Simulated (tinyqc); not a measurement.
MOSFET in the linear regime without short-channel effects, parameter extraction from computed curves: extraction methods against the temperature.

Inversion charge Q = Cox n Vt W0(exp((Vg - VT)/(n Vt))), W0 the Lambert function and n = nf; u = Q/Cox; mobility mu = mu0/(1 + th1 u + th2 u^2); channel resistance Rch = (L - dL)/(W mu Q); Id = Vd/(Rch + Rsd/W). Cox = eps0 eox/tox. Small Vd, no channel-length or drain effects.

From the continuous curve Id(Vg): tangent at peak gm (V_ext = Vg - Id/gm); constant current Id = 0.1 uA W/L; peak of d2Id/dVg2; Y = Id/sqrt(gm) drawn through Vg = VT + 0.6 and VT + 0.8 V, with intercept VT_Y and slope s. Mobilities gm,max L/(W Cox Vd) and s^2 L/(W Cox Vd) with the drawn L. Last column: share of Rsd/W in the total resistance at VT + 0.8 V.

Parameters, values chosen for the exercise; channel values of the order met in silicon transistors:

| symbol | value | unit | meaning |
|---|---|---|---|
| eox | 3.9 |  | relative permittivity of the gate insulator (close to silicon dioxide) |
| tox | 1 | nm | insulator thickness |
| mu0 | 150 | cm^2/(V s) | low-field mobility |
| th1 | 0.75 | 1/V | first mobility attenuation factor |
| th2 | 0 | 1/V^2 | second mobility attenuation factor |
| VT | 0.26 | V | threshold voltage |
| nf | 1.48 |  | body factor |
| W | 10 | um | gate width |
| L | 0.69 | um | drawn gate length |
| dL | 0.014 | um | drawn less effective length |
| Rsd | 150 | ohm um | source plus drain resistance |
| Vd | 0.05 | V | drain voltage |

Constants: q = 1.602176634e-19 C, kB = 1.380649e-23 J/K, Vt = kB T/q, eps0 = 8.8541878128e-14 F/cm where lengths are in cm. Results are converted to the units shown.

Extraction methods against the temperature:

| T (K) | V_ext (V) | constant current (V) | second derivative (V) | VT_Y (V) | mobility from gm (cm^2/(V s)) | mobility from Y (cm^2/(V s)) | series share (%) |
|---|---|---|---|---|---|---|---|
| 77 | 0.265 | 0.254 | 0.258 | 0.286 | 119 | 149 | 5.26 |
| 110 | 0.264 | 0.245 | 0.256 | 0.292 | 114 | 147 | 5.20 |
| 150 | 0.262 | 0.233 | 0.255 | 0.298 | 109 | 144 | 5.14 |
| 220 | 0.257 | 0.208 | 0.251 | 0.304 | 102 | 140 | 5.05 |
| 300 | 0.250 | 0.175 | 0.245 | 0.306 | 95.7 | 135 | 4.96 |
| 370 | 0.242 | 0.145 | 0.240 | 0.306 | 91.3 | 131 | 4.90 |
| 450 | 0.231 | 0.108 | 0.234 | 0.303 | 87.0 | 126 | 4.83 |

The model has VT = 0.26 V and mu0 = 150 cm^2/(V s). Over the table the extracted thresholds move by 33 mV (tangent), 150 mV (constant current), 24 mV (second derivative), 20 mV (Y function). The mobility from gm falls from 119 to 87.0 and that from Y falls from 149 to 126 cm^2/(V s).

Numbers from tinyqc (`OMP_NUM_THREADS=1 python tinyqc.py 2210141 2210142 out.jsonl`; about 0.01 s on one thread of a shared Intel Xeon 2.30GHz).
